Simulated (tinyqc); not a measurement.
Thresholds of impact ionisation and Auger recombination from band masses: sweeps and comparisons. A value that a table varies takes the place of the one given here.

Parabolic bands, no phonon. At threshold the three slow carriers share one velocity. With M their total mass and m4 the mass of the fast carrier, the fast carrier has the kinetic energy E_T = G M/(M - m4) and the slow ones together E_a = G m4/(M - m4), the activation energy of the Auger rate. CCCH (fast electron): G = Eg, M = 2 me + mh, m4 = me. CHHS (hole into the split-off band): G = Eg - Dso, M = 2 mh + me, m4 = ms; this form holds for Eg > Dso (below, the process needs about Dso - Eg and is marked by a dash). CHHL (hole into the light band): G = Eg, M = 2 mh + me, m4 = ml. CHHH (fast heavy hole): G = Eg, M = 2 mh + me, m4 = mh.

Non-parabolic fast electron: E (1 + alpha E) = c k^2/me with alpha = (1 - me)^2/Eg; the slow carriers stay parabolic, so E_T = Eg + me E_T (1 + alpha E_T)/M, M = 2 me + mh (the root between Eg and 1.9 Eg).

Constants: kB = 8.617333262e-05 eV/K; hc = 1239.841984 eV nm.

Parameters, chosen for this exercise (near those of CdTe, gap at low temperature and not tied to T; shifted at random, so the results belong to these values and not to a real crystal): Eg = 1.573 eV (gap at Gamma to the s-like level); Dso = 0.912 eV (spin-orbit splitting); me = 0.0957 m0 (electron mass at Gamma); mh = 0.65 m0 (heavy-hole mass); ms = 0.262 m0 (split-off mass); ml = 0.1144 m0 (light-hole mass); T = 350 K (temperature).

## The gap of an alloy series

Eg is varied with me and ml proportional to it; mh, ms and Dso are kept. E_a of three processes; wavelength hc/Eg.

Results:

| Eg (eV) | wavelength (micrometre) | me | CCCH (meV) | CCCH non-parabolic (meV) | CHHS (meV) | CHHL (meV) | log10 exp(-E_a/kT), non-parabolic |
|---|---|---|---|---|---|---|---|
| 0.472 | 2.63 | 0.0287 | 20.0 | 42.3 | - | 12.5 | -0.61 |
| 0.786 | 1.58 | 0.0478 | 53.9 | 118.5 | - | 34.8 | -1.71 |
| 1.180 | 1.05 | 0.0718 | 117.4 | 270.1 | 63.3 | 78.7 | -3.89 |
| 1.573 | 0.79 | 0.0957 | 201.9 | 484.2 | 152.8 | 140.4 | -6.97 |
| 1.966 | 0.63 | 0.1196 | 305.5 | 761.3 | 238.6 | 220.2 | -10.96 |
| 2.517 | 0.49 | 0.1531 | 479.9 | 1251.4 | 353.0 | 362.8 | -18.02 |
| 3.146 | 0.39 | 0.1914 | 715.6 | 1937.3 | 476.1 | 570.1 | -27.90 |

E_a of CCCH goes nearly as Eg^2 (power 1.89 over the table), as both G and me grow; the non-parabolic value goes with the power 2.02, and its Boltzmann factor spans 27.3 decades; rows with E_a far above kT are formal, since phonon-assisted processes and side valleys rule there. CHHS is resonant at Eg = Dso = 0.912 eV, with no activation, and is the easiest process near there; it has the lowest E_a of the parabolic values for Eg = 1.18, 2.517 and 3.146 eV.

## The mass ratio

mu = me/mh is varied; thresholds in units of Eg for ionisation started by an electron, (1 + 2 mu)/(1 + mu), and by a heavy hole, (2 + mu)/(1 + mu).

Results:

| mu | electron (Eg) | hole (Eg) | electron (eV) | hole (eV) |
|---|---|---|---|---|
| 0.082 | 1.0758 | 1.9242 | 1.692 | 3.027 |
| 0.147 | 1.1282 | 1.8718 | 1.775 | 2.944 |
| 0.310 | 1.2366 | 1.7634 | 1.945 | 2.774 |
| 0.490 | 1.3289 | 1.6711 | 2.090 | 2.629 |
| 0.930 | 1.4819 | 1.5181 | 2.331 | 2.388 |
| 1.000 | 1.5000 | 1.5000 | 2.360 | 2.360 |
| 1.100 | 1.5238 | 1.4762 | 2.397 | 2.322 |

The two thresholds add up to 3 Eg in every row and are equal, 3/2 Eg, at mu = 1. The lighter carrier has the lower threshold; in the first row the two differ by 1.335 eV, which would favour one carrier in avalanche multiplication. Real ionisation rates depend on the whole band structure and can be nearly equal although the edge masses differ.

## What each parameter does

Activation energies. Each row changes one parameter from the base and keeps the others.

Results:

| case | CCCH (meV) | CCCH non-parabolic (meV) | CHHL (meV) | CHHS (meV) |
|---|---|---|---|---|
| base | 201.87 | 484.24 | 140.44 | 152.76 |
| Eg = 1.4157 eV | 181.68 | 435.82 | 126.40 | 116.41 |
| Dso = 1.0032 eV | 201.87 | 484.24 | 140.44 | 131.68 |
| me = 0.0861 m0 | 183.99 | 434.21 | 141.50 | 154.06 |
| mh = 0.715 m0 | 185.69 | 432.52 | 127.51 | 137.04 |
| ms = 0.2882 m0 | 201.87 | 484.24 | 140.44 | 172.01 |
| ml = 0.103 m0 | 201.87 | 484.24 | 125.33 | 152.76 |

The largest shifts from the base row, up to three for each result and ties (the steps differ in size, so this ranks the rows, not the parameters). CCCH (meV): Eg -20.19, me -17.88, mh -16.19; unchanged at the printed digits by Dso, ms and ml. CCCH non-parabolic (meV): mh -51.72, me -50.03, Eg -48.42; unchanged at the printed digits by Dso, ms and ml. CHHL (meV): ml -15.11, Eg -14.04, mh -12.94; unchanged at the printed digits by Dso and ms. CHHS (meV): Eg -36.35, Dso -21.08, ms +19.25; unchanged at the printed digits by ml.

Program tinyqc; command `OMP_NUM_THREADS=1 python tinyqc.py 1850086 1850087 out.jsonl`; about 0.01 s on one thread of a shared Intel(R) Xeon(R) Processor @ 2.30GHz.
